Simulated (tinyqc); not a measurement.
Inside a calculation: deep level with several charge states, and Shockley-Read-Hall recombination. Values are carried at full precision from step to step, so a last printed digit may differ when a step is redone from the rounded ones.

Energies from Ev. The defect has charge states 0, -1, -2 with weights 1, gm exp((EF - E1)/kT), exp((2 EF - E1 - E2)/kT); the shares are the weights over their sum. Boltzmann carriers: n = Nc exp((EF - Eg)/kT), p = Nv exp(-EF/kT). Neutrality: p - n + Nd + Nt <q> = 0.

Constants: kB = 8.617333262e-05 eV/K.

Inputs chosen for the exercise (gap and densities of states near those of Si at this temperature; not measured data): Eg = 1.102 eV (gap); Nc = 4.46e+19 1/cm^3 (conduction-band density of states); Nv = 1.72e+19 1/cm^3 (valence-band density of states); T = 400 K; E1 = 0.252 eV (level (0/-1) above Ev); E2 = 0.749 eV (level (-1/-2) above Ev); gm = 2 (degeneracy of the middle state, the others 1); Nt = 1.9e+15 1/cm^3 (defects); Nd = -2.3e+16 1/cm^3 (ionised shallow donors minus acceptors); E_try = 0.556 eV (trial Fermi level); Et = 0.252 eV (recombination level above Ev); sn = 1.4e-14 cm^2 (electron capture cross-section); sp_ = 3.9e-15 cm^2 (hole capture cross-section); vth = 18000000 cm/s (thermal velocity, both carriers); Nm = 8.3e+16 1/cm^3 (equilibrium holes for the lifetime steps); dn = 8.7e+12 1/cm^3 (excess pairs).

## Charge states at a trial Fermi level

Form the exponents, the shares, the mean charge and the residual of neutrality at EF = E_try.

exponents of the second and third weights: [8.819, 3.220]

shares: 0 0.0001, -1 0.9981, -2 0.0018

<q> = -1.0018

n, p (1/cm^3): [5.89e+12, 1.70e+12]

residual = -2.49e+16 1/cm^3

The residual is negative, so EF must fall.

## The neutral state

Solve for EF.

EF = 0.2267 eV

shares at EF: 0 0.510, -1 0.490, -2 0.000

n = 4.18e+08 1/cm^3
p = 2.39e+16 1/cm^3

Without the defects the majority density would be 2.30e+16 1/cm^3; with them the density of these carriers is 2.39e+16, nearly the same. Most defects are in the state 0.

## Recombination through one level

One level at Et with degeneracy 1: tn = 1/(sn vth Nt), tp = 1/(sp_ vth Nt), n1 = Nc exp((Et - Eg)/kT), p1 = Nv exp(-Et/kT), ni^2 = n1 p1. Equilibrium p0 = Nm, n0 = ni^2/Nm; n = n0 + dn, p = p0 + dn. U = (n p - ni^2)/(tp (n + n1) + tn (p + p1)), lifetime dn/U; emission rates en = sn vth n1, ep = sp_ vth p1.

Evaluate each quantity.

tn, tp (microsecond): [0.002089, 0.007497]

n1, p1 (1/cm^3): [8.71e+08, 1.15e+16]

U = 3.66e+21 1/(cm^3 s)
lifetime = 0.00238 microsecond

The lifetime is 1.139 times the minority capture time tn and 0.248 times tn + tp, the limit of high injection.

## Emission and generation in a depleted region

With n = p = 0 the level generates pairs at G = Nt en ep/(en + ep); generation lifetime tg = ni/G; current density e G W for a width W = 1 micrometre, e = 1.602176634e-19 C.

en, ep (1/s): [219, 8.07e+08]

G = 4.17e+17 1/(cm^3 s)
tg = 7.59 microsecond
current density = 6.68e-06 A/cm^2

The slower step, electron emission, limits the rate: en/ep = 2.72e-07.

## Checks

- U against hole capture minus emission at the steady occupation of the level (1/(cm^3 s)): both 3.658e+21.

tinyqc: `OMP_NUM_THREADS=1 python tinyqc.py 1650629 1650630 out.jsonl`; about 0.01 s, one thread, shared Intel(R) Xeon(R) Processor @ 2.30GHz.
